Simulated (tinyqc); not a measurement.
Three-phonon processes in a diatomic chain: dispersion, energy and momentum conservation, and decay channels of optical phonons: one step, computed by the program tinyqc.

Cell length a, two atoms, one spring constant. x = q a/pi runs from -1 to 1; A and O are the acoustic and optical branches. Matrix elements are not computed: only conservation laws and occupation factors are followed.

Question. Dispersion. omega^2 = k (1/m + 1/M) -/+ k sqrt((1/m + 1/M)^2 - 4 sin^2(pi x/2)/(m M)); nu = 15.6333042 THz x sqrt(omega^2) for eV/(angstrom^2 u).

Inputs (values chosen for the exercise, for a model chain): light mass m = 28.1 u; heavy mass M = 47.5 u; spring constant k = 11 eV/angstrom^2.

Constants: nu for 1 eV/(angstrom^2 u) = 15.6333042 THz.

Give: the table «Branches» with the columns nu_A (THz), nu_O (THz), for x = 0.10, 0.20, 0.35, 0.50, 0.65, 0.80, 0.90, 1.00.

Answer.

Branches:
```
x     nu_A (THz)  nu_O (THz)
0.10       1.323      17.401
0.20       2.636      17.251
0.35       4.565      16.843
0.50       6.412      16.231
0.65       8.125      15.444
0.80       9.608      14.568
0.90      10.340      14.058
1.00      10.639      13.833
```
